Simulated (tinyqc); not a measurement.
Surface potential of a MOS transistor: implicit equation and explicit approximations: one step of the calculation.

p-type body, charge-sheet picture, depletion and inversion only, full ionisation (an idealisation for deep acceptors), Boltzmann statistics (rough once Na exp(x - xn) passes about Nc/7). In units of Vt: xg = (Vg - Vfb)/Vt, x = psi/Vt, G = gamma/sqrt(Vt), xn = (2 phiF + Vc)/Vt. The implicit equation is (xg - x)^2 = G^2 [x - 1 + exp(x - xn)] for x above about 3. Cox = eps0 eox/tox.

Task. Potential, charges and gate control. psi = Vt x; N_dep = Cox Vt G sqrt(x - 1)/q; N_inv = (Cox Vt G/q) [sqrt(x - 1 + exp(x - xn)) - sqrt(x - 1)]; dpsi/dVg = 1/[1 + G^2 (1 + exp(x - xn))/(2 (xg - x))].

Inputs (values chosen for the exercise); band and dielectric values close to those of silicon:
- T = 300 K (temperature)
- eox = 3.9 (relative permittivity of the gate insulator (close to silicon dioxide))
- tox = 4.5 nm (insulator thickness)
- Vc = 0 V (channel-body voltage)

Constants: q = 1.602176634e-19 C, kB = 1.380649e-23 J/K, Vt = kB T/q, eps0 = 8.8541878128e-14 F/cm where lengths are in cm. Results are converted to the units shown.

converged x = 40.336714
G = 6.3183895
xn = 37.874936
xg = 85.486617

Give: psi; N_dep; N_inv; dpsi/dVg.

Result.

psi = 1.0428 V
N_dep = 4.9067e12 cm^-2
N_inv = 6.8368e11 cm^-2
dpsi/dVg = 0.15092

psi lies 2.5 Vt above 2 phiF + Vc.

Computed by the program tinyqc: `OMP_NUM_THREADS=1 python tinyqc.py 2122114 2122115 out.jsonl`, one thread of a shared Intel Xeon 2.30GHz, about 0.01 s for the whole run.
